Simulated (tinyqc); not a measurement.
Two-band k.p model of the X valleys of a zinc-blende crystal: one step. Dispersion along the axis. Four cases, with inputs chosen for the exercise.

Problem. Nine points; energies of the lower band from its minimum, against a parabola about the minimum with the mass there.

k along the valley axis, counted from X, c = hbar^2/2m0, e = c k^2/ml. H = [[e - D/2, i P k], [-i P k, e + D/2]] with P^2 = D0 c/ml, so E = e -/+ sqrt(D^2/4 + D0 e). For D = 0 (diamond lattice) the bands cross at X.

With x = D/D0: for x < 1 the minima lie at k_m = sqrt(ml D0 (1 - x^2)/(4 c)), the hump at X has the height dE = (D0/4)(1 - x)^2 and the mass at the minimum is ml/(1 - x^2); the mass at X is ml/(1 - 1/x), negative for x < 1. For x > 1 the minimum is at X.

Constants: hbar^2/2m0 = 3.80998211 eV angstrom^2.

Give: a table of k (1/angstrom), lower band (meV), parabola (meV), gap to the upper band (eV).

Case 1.

Values chosen (of the order of those of AlAs; not measured data):
- D = 0.388 eV (splitting of the two conduction levels at X)
- D0 = 0.136 eV (coupling energy)
- ml = 0.594 m0 (mass along the axis from remote bands)
- kmax = 0.12 1/angstrom (end of the path)

Solution.

Results:

| k (1/angstrom) | lower band (meV) | parabola (meV) | gap to the upper band (eV) |
|---|---|---|---|
| 0.0000 | 0.00 | 0.00 | 0.3880 |
| 0.0150 | 0.94 | 0.94 | 0.3890 |
| 0.0300 | 3.76 | 3.75 | 0.3920 |
| 0.0450 | 8.49 | 8.44 | 0.3970 |
| 0.0600 | 15.16 | 15.00 | 0.4039 |
| 0.0750 | 23.82 | 23.43 | 0.4125 |
| 0.0900 | 34.53 | 33.74 | 0.4229 |
| 0.1050 | 47.34 | 45.93 | 0.4348 |
| 0.1200 | 62.32 | 59.99 | 0.4481 |

At kmax the band lies at 62.3 meV and the parabola at 60.0 meV: far from X the curvature returns to 1/ml, so the band is steeper than the parabola of the minimum.

Case 2.

Values chosen (of the order of those of cubic SiC; not measured data):
- D = 2.988 eV (splitting of the two conduction levels at X)
- D0 = 1.098 eV (coupling energy)
- ml = 0.408 m0 (mass along the axis from remote bands)
- kmax = 0.12 1/angstrom (end of the path)

Solution.

Results:

| k (1/angstrom) | lower band (meV) | parabola (meV) | gap to the upper band (eV) |
|---|---|---|---|
| 0.0000 | 0.00 | 0.00 | 2.9880 |
| 0.0150 | 1.33 | 1.33 | 2.9895 |
| 0.0300 | 5.32 | 5.32 | 2.9942 |
| 0.0450 | 11.98 | 11.96 | 3.0019 |
| 0.0600 | 21.31 | 21.26 | 3.0126 |
| 0.0750 | 33.35 | 33.23 | 3.0264 |
| 0.0900 | 48.10 | 47.84 | 3.0431 |
| 0.1050 | 65.59 | 65.12 | 3.0627 |
| 0.1200 | 85.85 | 85.06 | 3.0852 |

At kmax the band lies at 85.8 meV and the parabola at 85.1 meV: far from X the curvature returns to 1/ml, so the band is steeper than the parabola of the minimum.

Case 3.

Values chosen (of the order of those of AlAs; not measured data):
- D = 0.365 eV (splitting of the two conduction levels at X)
- D0 = 0.148 eV (coupling energy)
- ml = 0.59 m0 (mass along the axis from remote bands)
- kmax = 0.12 1/angstrom (end of the path)

Solution.

Results:

| k (1/angstrom) | lower band (meV) | parabola (meV) | gap to the upper band (eV) |
|---|---|---|---|
| 0.0000 | 0.00 | 0.00 | 0.3650 |
| 0.0150 | 0.86 | 0.86 | 0.3662 |
| 0.0300 | 3.47 | 3.46 | 0.3697 |
| 0.0450 | 7.85 | 7.77 | 0.3755 |
| 0.0600 | 14.05 | 13.82 | 0.3834 |
| 0.0750 | 22.15 | 21.60 | 0.3934 |
| 0.0900 | 32.20 | 31.10 | 0.4052 |
| 0.1050 | 44.31 | 42.33 | 0.4188 |
| 0.1200 | 58.54 | 55.28 | 0.4339 |

At kmax the band lies at 58.5 meV and the parabola at 55.3 meV: far from X the curvature returns to 1/ml, so the band is steeper than the parabola of the minimum.

Case 4.

Values chosen (of the order of those of cubic SiC; not measured data):
- D = 3.067 eV (splitting of the two conduction levels at X)
- D0 = 1.055 eV (coupling energy)
- ml = 0.441 m0 (mass along the axis from remote bands)
- kmax = 0.12 1/angstrom (end of the path)

Solution.

Results:

| k (1/angstrom) | lower band (meV) | parabola (meV) | gap to the upper band (eV) |
|---|---|---|---|
| 0.0000 | 0.00 | 0.00 | 3.0670 |
| 0.0150 | 1.28 | 1.28 | 3.0683 |
| 0.0300 | 5.10 | 5.10 | 3.0723 |
| 0.0450 | 11.49 | 11.48 | 3.0790 |
| 0.0600 | 20.44 | 20.40 | 3.0883 |
| 0.0750 | 31.97 | 31.88 | 3.1003 |
| 0.0900 | 46.09 | 45.91 | 3.1148 |
| 0.1050 | 62.83 | 62.49 | 3.1318 |
| 0.1200 | 82.19 | 81.61 | 3.1514 |

At kmax the band lies at 82.2 meV and the parabola at 81.6 meV: far from X the curvature returns to 1/ml, so the band is steeper than the parabola of the minimum.

Computed by tinyqc, one run a case: `OMP_NUM_THREADS=1 python tinyqc.py N N+1 out.jsonl` with N = 1850085, 1850140, 1850763, 1850795; one thread of a shared Intel(R) Xeon(R) Processor @ 2.30GHz, about 0.01 s a run at most.
